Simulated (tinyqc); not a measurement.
MOSFET in the linear regime without short-channel effects, parameter extraction from computed curves: two steps of the calculation.

Inversion charge Q = Cox n Vt W0(exp((Vg - VT)/(n Vt))), W0 the Lambert function and n = nf; u = Q/Cox; mobility mu = mu0/(1 + th1 u + th2 u^2); channel resistance Rch = (L - dL)/(W mu Q); Id = Vd/(Rch + Rsd/W). Cox = eps0 eox/tox. Small Vd, no channel-length or drain effects.

Parameters, values chosen for the exercise; channel values of the order met in silicon transistors: temperature T = 77 K; relative permittivity of the gate insulator (close to silicon dioxide) eox = 3.9; insulator thickness tox = 6.9 nm; low-field mobility mu0 = 270 cm^2/(V s); first mobility attenuation factor th1 = 0.27 1/V; second mobility attenuation factor th2 = 0 1/V^2; threshold voltage VT = 0.32 V; body factor nf = 1.35; gate width W = 10 um; drawn gate length L = 0.22 um; drawn less effective length dL = 0.011 um; source plus drain resistance Rsd = 200 ohm um; drain voltage Vd = 0.025 V.

Constants: q = 1.602176634e-19 C, kB = 1.380649e-23 J/K, Vt = kB T/q, eps0 = 8.8541878128e-14 F/cm where lengths are in cm. Results are converted to the units shown.

Task 1. Transfer curve. u, mu, Rch and Id as defined.

Vg, point 0 to 10 (V): [0.08, 0.2, 0.32, 0.44, 0.56, 0.68, 0.8, 0.92, 1.04, 1.16, 1.28]

Give: u; mu; Rch; Id.

Result 1.

```
point       u (V)  mu (cm^2/(V s))  Rch (ohm)     Id (uA)
0      2.0718e-14           270.00  7.4657e15  3.3486e-12
1       1.3623e-8           270.00  1.1354e10   2.2019e-6
2       0.0050803           269.63      30488     0.81947
3        0.098522           263.00     1611.7      15.321
4         0.21167           255.40     772.49      31.546
5         0.32775           248.05     513.68      46.844
6         0.44501           241.04     389.33      61.075
7         0.56291           234.38     316.54      74.286
8         0.68120           228.06     268.82      86.558
9         0.79976           222.05     235.16      97.977
10        0.91852           216.35     210.16      108.62
```

Task 2. The Y function. Y_i = Id_i/sqrt(gm_i). For Id = beta Vd x/(1 + th x), x = Vg - VT, Y = sqrt(beta Vd) x whatever th. Slope s from points 6 and 9; VT_Y = Vg - Y/s at point 9; beta = s^2/Vd; mobility beta L/(W Cox) with the drawn L; th* = (beta Vd x/Id - 1)/x at point 9.

```
point  Vg (V)        Id (uA)
0        0.08  3.3486334e-12
1         0.2   2.2018752e-6
2        0.32     0.81946763
3        0.44      15.321288
4        0.56      31.546066
5        0.68      46.844247
6         0.8      61.074924
7        0.92      74.285690
8        1.04      86.558117
9        1.16      97.976925
10       1.28      108.62169
```

gm, point 1 to 9 (uS): [3.4144485, 63.838692, 128.02749, 131.34566, 123.03691, 114.33934, 106.17997, 98.713481, 91.931556]

Wanted: Y; s; VT_Y; beta; mobility from Y; th*.

Result 2.

Y, point 1 to 9 (uA^0.5 V^0.5): [1.1916e-6, 0.10256, 1.3541, 2.7526, 4.2232, 5.7117, 7.2091, 8.7120, 10.219]
s = 12.519 uA^0.5 V^-0.5
VT_Y = 0.34376 V
beta = 6269.2 uA/V^2
mobility from Y = 275.59 cm^2/(V s)
th* = 0.37453 1/V

The mobility from Y is 3.0 % below mu0 L/(L - dL) = 284 cm^2/(V s), which it should reach in deep inversion when th2 = 0.

Computed by the program tinyqc: `OMP_NUM_THREADS=1 python tinyqc.py 2210174 2210175 out.jsonl`, one thread of a shared Intel Xeon 2.30GHz, about 0.02 s for the whole run.
